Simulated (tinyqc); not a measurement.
# Resistance of a tapered via with liner, size effect and interface: effects of single changes

A round via whose diameter grows from db at the bottom as D(z) = db + 2 z/tan(ang). The fill, of diameter D - 2 tl, starts above the bottom liner (thickness fb tl) and has rho = rho0 (1 + ks lam/(D - 2 tl)); the sidewall liner conducts in parallel with it. The bottom liner and the interface are crossed over the full area pi db^2/4. Spreading in the lines above and below is left out.

Values chosen for this exercise; fill metal close to cobalt: diameter at the bottom db = 10 nm; height hv = 34 nm; sidewall angle ang = 88 degrees; bulk resistivity of the fill rho0 = 6.35 uohm cm; mean free path of the fill lam = 12 nm; size-effect factor ks = 1.4; liner on the sidewall tl = 1 nm; liner at the bottom over that on the sidewall fb = 1; resistivity of the liner rl = 420 uohm cm; interface resistivity at the bottom ri = 3e-12 ohm cm^2; ballistic conductance per area, about 3/(4 rho0 lam) Sb = 1e15 S/m^2; bulk resistivity of the second fill (close to tungsten) rho2 = 5.19 uohm cm; its mean free path lam2 = 15.6 nm; its liner tl2 = 3.8 nm.

Each table varies one quantity; the others keep the values above.

## Via resistance against the diameter at the bottom

Slices between z0 = fb tl and hv, evaluated at their midpoints: conductance per length pi/4 [(D - 2 tl)^2/rho + (D^2 - (D - 2 tl)^2)/rl], slice resistance = slice height over that. 2000 slices. R_fill = sum of the slices; R_bottom = rl fb tl/(pi db^2/4); R_interface = ri/(pi db^2/4); ballistic (Sharvin) limit 1/(Sb pi (db - 2 tl)^2/4); ideal cylinder rho0 hv/(pi db^2/4).

Via resistance against the diameter at the bottom:

| db (nm) | R_fill (ohm) | R_bottom (ohm) | R_interface (ohm) | R (ohm) | ballistic limit (ohm) | R over ideal cylinder | largest part |
|---|---|---|---|---|---|---|---|
| 6 | 422.5 | 148.5 | 10.61 | 581.7 | 79.58 | 7.618 | fill |
| 8.3 | 153.9 | 77.63 | 5.545 | 237.1 | 32.08 | 5.941 | fill |
| 11 | 67.72 | 44.20 | 3.157 | 115.1 | 15.72 | 5.065 | fill |
| 16 | 24.22 | 20.89 | 1.492 | 46.60 | 6.496 | 4.340 | fill |
| 22 | 10.60 | 11.05 | 0.7892 | 22.44 | 3.183 | 3.951 | bottom liner |
| 30 | 4.915 | 5.942 | 0.4244 | 11.28 | 1.624 | 3.693 | bottom liner |
| 42 | 2.208 | 3.032 | 0.2165 | 5.456 | 0.7958 | 3.501 | bottom liner |
| 58 | 1.053 | 1.590 | 0.1135 | 2.756 | 0.4060 | 3.373 | bottom liner |
| 80 | 0.5149 | 0.8356 | 0.05968 | 1.410 | 0.2093 | 3.283 | bottom liner |

R falls from 582 to 1.41 ohm. The fill is the largest part at db = 6, the bottom liner from 22 on. R goes as db^(-2.77) between the first two rows and db^(-2.08) between the last two; area alone gives -2.

## Via resistance against the liner on the sidewall

Same model as above.

2000 slices.

The same in every row: R_interface (ohm) = 3.820.

Via resistance against the liner on the sidewall:

| tl (nm) | R_fill (ohm) | R_bottom (ohm) | R (ohm) | ballistic limit (ohm) | R over ideal cylinder | largest part |
|---|---|---|---|---|---|---|
| 0 | 55.95 | 0 | 59.77 | 12.73 | 2.174 | fill |
| 0.4 | 66.61 | 21.39 | 91.82 | 15.04 | 3.340 | fill |
| 0.8 | 80.45 | 42.78 | 127.1 | 18.04 | 4.622 | fill |
| 1.2 | 98.78 | 64.17 | 166.8 | 22.04 | 6.067 | fill |
| 1.6 | 123.5 | 85.56 | 212.9 | 27.54 | 7.746 | fill |
| 2 | 157.8 | 107.0 | 268.6 | 35.37 | 9.770 | fill |
| 2.4 | 206.2 | 128.3 | 338.3 | 47.09 | 12.31 | fill |
| 2.9 | 297.6 | 155.1 | 456.5 | 72.18 | 16.61 | fill |

What does the table show?

R rises from 59.8 to 456 ohm. The fill is the largest part at tl = 0 and in all other rows. The share of the two bottom terms goes from 6.39 to 34.8 %.

## Two fill metals against the diameter

2000 slices. R_fill = sum of the slices; R_bottom = rl fb tl/(pi db^2/4); R_interface = ri/(pi db^2/4). The second fill has rho2, lam2 and tl2 in place of rho0, lam and tl.

Two fill metals against the diameter:

| db (nm) | R, first fill (ohm) | R, second fill (ohm) | ratio second/first |
|---|---|---|---|
| 12 | 92.799 | 385.94 | 4.1589 |
| 17 | 40.454 | 121.55 | 3.0047 |
| 24 | 18.464 | 49.808 | 2.6976 |
| 35 | 8.0696 | 21.113 | 2.6163 |
| 49 | 3.9319 | 10.265 | 2.6106 |
| 70 | 1.8607 | 4.8825 | 2.6240 |
| 100 | 0.88967 | 2.3498 | 2.6412 |

The ratio goes from 4.16 to 2.64. The first fill gives the lower R in every row.

Numbers from tinyqc (`OMP_NUM_THREADS=1 python tinyqc.py 2750152 2750153 out.jsonl`; about 0.01 s on one thread of a shared Intel Xeon 2.30GHz).
